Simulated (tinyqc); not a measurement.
Inputs raised by 2 %, one at a time: Debye-Callaway model of lattice thermal conductivity. Computed by tinyqc, a small Python program. Command: `OMP_NUM_THREADS=1 python tinyqc.py 3013257 3013258 out.jsonl callaway sens`. One thread of a shared host (Intel(R) Xeon(R) Processor @ 2.30GHz), about 0.04 s of CPU time with the checks.

Three acoustic branches with one velocity v, cut at omega_D = k_B Theta/hbar; x = hbar omega/(k_B T). v and Theta are separate inputs: Theta cuts off the heat-carrying modes, so C need not reach 3 k_B/V. gamma is an effective value that sets the umklapp rate. Heat flows along the wire.

Inputs (values chosen for the exercise, modelled on lead telluride):

| quantity | value | unit |
|---|---|---|
| sound velocity v | 1830 | m/s |
| Debye temperature Theta | 139 | K |
| volume per atom V | 33.7 | angstrom^3 |
| mean atomic mass M | 167.4 | u |
| effective Grueneisen parameter gamma | 3.93 | - |
| umklapp exponent divisor b | 3 | - |
| mass variance Gamma | 9.3e-05 | - |
| wire diameter D | 0.075 | micrometre |
| specularity p | 0.2 | - |
| normal-process factor f_N | 2.3 | - |
| temperature T | 40 | K |
| probe frequency omega/omega_D | 0.068 | - |

Sample: wire. Point defects: isotopes. Normal processes: included.

Constants: k_B = 1.380649e-23 J/K; hbar = 1.054571817e-34 J s; u = 1.6605390666e-27 kg.

Method:
- Gamma is given directly by the isotope mixture. A = V Gamma/(4 pi v^3).
- Rates: point defects A omega^4; umklapp B omega^2 T exp(-Theta/(b T)) with B = hbar gamma^2/(M v^2 Theta); normal processes f_N B omega^2 T (T/Theta)^2. Boundaries: v/Lambda_B with Lambda_B = D (1 + p)/(1 - p).
- The resistive time is tau_R = 1/(boundary + point-defect + umklapp rates), and the free path is v tau_R.
- kappa_1 = c int tau_C g dx, g = x^4 e^x/(e^x - 1)^2, c = (k_B/(2 pi^2 v)) (k_B T/hbar)^3, over 0 < x < min(Theta/T, 40), by 96 Gauss-Legendre points in s with x = x_max s^2; 1/tau_C = 1/tau_R + 1/tau_N; kappa_2 = c [int (tau_C/tau_N) g dx]^2 / int (tau_C/(tau_N tau_R)) g dx; kappa = kappa_1 + kappa_2.
- Heat capacity C = 3 c int g dx / v^2; grey free path 3 kappa/(C v); the median free path v tau_C halves kappa_1 when the quadrature points are ordered by free path (each counted at half its weight, interpolated in the logarithm); likewise at 10 % and 90 %.

Runs:

| input moved | from | to | kappa (W/(m K)) | grey free path (nm) | median free path (nm) | free path (nm) |
|---|---|---|---|---|---|---|
| base run | - | - | 10.950 | 44.633 | 38.351 | 110.85 |
| sound velocity v (m/s) | 1830 | 1866.6 | 10.878 | 46.130 | 39.590 | 110.94 |
| Debye temperature Theta (K) | 139 | 141.78 | 11.439 | 44.794 | 38.766 | 110.85 |
| mean atomic mass M (u) | 167.4 | 170.748 | 11.065 | 45.102 | 38.757 | 110.88 |
| effective Grueneisen parameter gamma | 3.93 | 4.0086 | 10.721 | 43.701 | 37.545 | 110.78 |
| wire diameter D (micrometre) | 0.075 | 0.0765 | 11.047 | 45.028 | 38.702 | 113.03 |
| normal-process factor f_N | 2.3 | 2.346 | 10.946 | 44.617 | 38.197 | 110.85 |
| temperature T (K) | 40 | 40.8 | 10.865 | 43.469 | 37.133 | 110.78 |

Exponents ln(y'/y) / ln(x'/x):

| input | kappa | grey free path | median free path | free path |
|---|---|---|---|---|
| sound velocity v | -0.334 | 1.666 | 1.606 | 0.043 |
| Debye temperature Theta | 2.209 | 0.181 | 0.544 | 0.002 |
| mean atomic mass M | 0.527 | 0.527 | 0.532 | 0.015 |
| effective Grueneisen parameter gamma | -1.067 | -1.067 | -1.072 | -0.030 |
| wire diameter D | 0.445 | 0.445 | 0.461 | 0.985 |
| normal-process factor f_N | -0.019 | -0.019 | -0.203 | 0.000 |
| temperature T | -0.393 | -1.335 | -1.630 | -0.032 |

Among the inputs moved here: kappa answers most in size to Debye temperature Theta (exponent +2.209), next to effective Grueneisen parameter gamma (-1.067). Grey free path answers most in size to sound velocity v (exponent +1.666), next to temperature T (-1.335). Median free path answers most in size to temperature T (exponent -1.630), and about equally to sound velocity v (+1.606). Free path answers most in size to wire diameter D (exponent +0.985), next to sound velocity v (+0.043); its exponent is below 0.0005 for normal-process factor f_N.
